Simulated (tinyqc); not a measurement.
p-n heterojunction, non-linear Poisson equation by Newton steps, Fermi-Dirac statistics: two steps of the calculation.

One dimension, material 1 (p-type) at x < 0 and material 2 (n-type) at x > 0. Band edges: Ec = -psi in material 1 and -psi + dEc in material 2, Ev = Ec - Eg. Flat quasi-Fermi levels: 0 for holes, +V for electrons. n = Nc F((EFn - Ec)/Vt), p = Nv F((Ev - EFp)/Vt), with F(eta) = F_1/2(eta) = (2/sqrt(pi)) int_0^infinity sqrt(u) du/(1 + exp(u - eta)) (Fermi-Dirac statistics); full ionisation, no interface charge, classical densities; the doping types are chosen for the exercise.

Parameters, values chosen for the exercise; band and dielectric values close to those of In0.53Ga0.47As and InAlAs:
```
symbol    value   unit                                          meaning
T           400      K                                      temperature
Eg1       0.729     eV                           band gap of material 1
Nv1     1.16e19  cm^-3     valence-band density of states of material 1
Eg2        1.45     eV                           band gap of material 2
Nc2     7.64e17  cm^-3  conduction-band density of states of material 2
dEc        0.51     eV                 conduction-band offset Ec2 - Ec1
N1         1e17  cm^-3                   acceptor density of material 1
N2       4.2e17  cm^-3                      donor density of material 2
V             0      V                    bias of side 1 against side 2
```

Constants: q = 1.602176634e-19 C, kB = 1.380649e-23 J/K, Vt = kB T/q. Results are converted to the units shown.

Question 1. Offsets and end potentials. dEv = Ev1 - Ev2 = Eg2 - Eg1 - dEc. Neutrality of the majority carriers far from the junction: Nv1 F((-psi_L - Eg1)/Vt) = N1 and Nc2 F((V + psi_R - dEc)/Vt) = N2. Total bending psi_R - psi_L.

Find: dEv; psi_L; psi_R; psi_R - psi_L.

Answer 1.

dEv = 0.2110 eV
psi_L = -0.5653 V
psi_R = 0.4960 V
psi_R - psi_L = 1.061 V

The alignment is straddling (type I): dEc and dEv have the same sign.

Question 2. Newton step. Solve the tridiagonal system a_(i-1) d_(i-1) + b_i d_i + a_i d_(i+1) = -F_i for nodes 1 to 8, with d = 0 on fixed nodes. Each component d is damped to sign(d) Vt ln(1 + |d|/Vt) before it is added.

coupling a_i, interval 0 to 8 (F/cm^2): 8.9188169e-8  1.7555717e-7  3.4811337e-7  6.8644827e-7  1.2740949e-6  8.1834160e-7  5.6260985e-7  3.8441670e-7  2.6346608e-7

```
node	diagonal b (F/cm^2)	residual F (C/cm^2)
1	-4.6513748e-6	-3.8400880e-9
2	-9.3020978e-7	-4.7025512e-9
3	-1.0359180e-6	5.4712222e-8
4	-2.5437035e-6	-1.8525930e-8
5	-2.0924845e-6	3.6860861e-8
6	-1.4013023e-6	3.5080609e-8
7	-3.1043368e-6	2.1007451e-9
8	-6.7489228e-6	-3.4245898e-8
```

psi after iteration 1, node 0 to 9 (V): -0.56525196  -0.56222427  -0.50350507  -0.28673677  -0.03534103  0.11996269  0.31552982  0.46983139  0.49972926  0.49602534

Give: Newton step d, before damping; psi after iteration 2.

Answer 2.

Newton step d, before damping, node 1 to 8 (V): 0.00056  0.03672  0.11136  0.06973  0.09375  0.08611  0.01577  -0.00418
psi after iteration 2, node 0 to 9 (V): -0.56525  -0.56167  -0.47850  -0.23702  0.00279  0.16524  0.35869  0.48281  0.49579  0.49603

tinyqc, about 0.1 s, one thread, Intel Xeon 2.30GHz (shared host): `OMP_NUM_THREADS=1 python tinyqc.py 2040003 2040004 out.jsonl`
